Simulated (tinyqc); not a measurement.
# MOS inversion layer, Poisson-Schroedinger loop: effect of the temperature

Electrons confined at an insulator interface at z = 0, treated as a hard wall; parabolic valleys, Hartree approximation, no image or exchange terms. The depletion charge lies far deeper than the electrons and gives a uniform field q Nd/(eps0 eps_r); the gate balances all charge. Energies are counted from the band edge at the interface.

Schroedinger equation -(C/mz) psi'' + (V0 + U + dE for set B) psi = E psi, C = hbar^2/(2 m0), psi(0) = 0, on a uniform mesh of 800 nodes with a far wall at 19 nm, 8 levels a set; V0 = q Nd z/(eps0 eps_r); dU/dz = q (Ns - integral of n from 0 to z)/(eps0 eps_r), U(0) = 0; N_k = g md m0 q Vt/(pi hbar^2) ln(1 + exp((EF - E_k)/Vt)), g the number of valleys of the set, sum N_k = Ns. Triangular well: E_k = a_k (C F^2/mz)^(1/3), a_1 = 2.338107, a_2 = 4.087949, C = hbar^2/(2 m0), F in eV/nm. Fang-Howard (all electrons in the lowest level of set A): b^3 = 6 (mz1/C) q (Nd + 11 Ns/32)/(eps0 eps_r), centroid 3/b, level C b^2/(4 mz1) + (3/b) q (Nd + 11 Ns/16)/(eps0 eps_r). The centroid adds 3.9 z_av/eps_r to an oxide-equivalent thickness.

Values chosen for this exercise; masses and permittivity close to those of silicon (100): relative permittivity eps_r = 11.8; mass along z of valley set A (2 valley(s)) mz1 = 0.899 m0; in-plane density-of-states mass of set A md1 = 0.189 m0; mass along z of valley set B (4 valley(s)) mz2 = 0.192 m0; in-plane density-of-states mass of set B md2 = 0.413 m0; sheet density of electrons Ns = 3.8e11 cm^-2; sheet density of depletion charge Nd = 3e12 cm^-2; extra shift of set B (strain) dE = 0.1 eV.

Constants: q = 1.602176634e-19 C, kB = 1.380649e-23 J/K, hbar = 1.054571817e-34 J s, m0 = 9.1093837015e-31 kg, Vt = kB T/q, eps0 = 8.8541878128e-14 F/cm where lengths are in cm, hbar^2/(2 m0) = 0.0380998212 eV nm^2. Results are converted to the units shown.

The same in every row: Fang-Howard centroid (nm) = 1.58.

Result of one run:
```
A1 (meV)	B1 (meV)	EF (meV)	share of A1 (%)	share of set A (%)	centroid z_av (nm)	added oxide equivalent (nm)
111	283	15.8	86.8	97.3	1.66	0.549
```

Which temperature T gave this result: 20, 77, 200, 400 or 500 K?

T = 400 K.

The whole series:
```
T (K)	A1 (meV)	B1 (meV)	EF (meV)	share of A1 (%)	share of set A (%)	centroid z_av (nm)	added oxide equivalent (nm)
20	111	283	113	100	100	1.49	0.494
50	111	283	110	100	100	1.49	0.494
77	111	283	106	100	100	1.49	0.494
120	111	283	97.3	99.9	100	1.49	0.494
200	111	283	78.3	98.9	100	1.51	0.498
300	111	283	49.6	94.5	99.4	1.56	0.515
400	111	283	15.8	86.8	97.3	1.66	0.549
500	111	284	-23.0	77.3	93.3	1.80	0.593
```

As T goes from 20 to 500, A1 stays near 111 meV, the share of A1 falls from 100 to 77.3 % and the centroid rises from 1.49 to 1.80 nm. The Fang-Howard centroid is 6.1 % above the full one in the first row, where A1 holds 100 %, and 12 % below it in the last, where A1 holds 77.3 %.

Numbers from tinyqc (`OMP_NUM_THREADS=1 python tinyqc.py 2160043 2160044 out.jsonl`; about 0.7 s on one thread of a shared Intel Xeon 2.30GHz).
